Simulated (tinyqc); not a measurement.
## Electron density from the centroid

Inverse problem. In the Fang-Howard model the centroid is 3/b with b^3 = 6 (mz1/C) q (Nd + 11 Ns/32)/(eps0 eps_r), C = hbar^2/(2 m0), the field in eV/nm. Find b and Ns.

Values chosen for this exercise; masses and permittivity close to those of silicon (111): relative permittivity eps_r = 11.6; mass along z of valley set A (6 valley(s)) mz1 = 0.261 m0; sheet density of depletion charge Nd = 1.4e11 cm^-2.

Constants: q = 1.602176634e-19 C, hbar = 1.054571817e-34 J s, m0 = 9.1093837015e-31 kg, eps0 = 8.8541878128e-14 F/cm where lengths are in cm, hbar^2/(2 m0) = 0.0380998212 eV nm^2. Results are converted to the units shown.

centroid = 4.6771916 nm

Solution. b = 3/centroid gives Nd + 11 Ns/32, from which the depletion charge is taken off.

b = 0.6414 1/nm
Ns = 7.900e11 cm^-2

Computed by the program tinyqc: `OMP_NUM_THREADS=1 python tinyqc.py 2160038 2160039 out.jsonl`, one thread of a shared Intel Xeon 2.30GHz, about 0.5 s for the whole run.
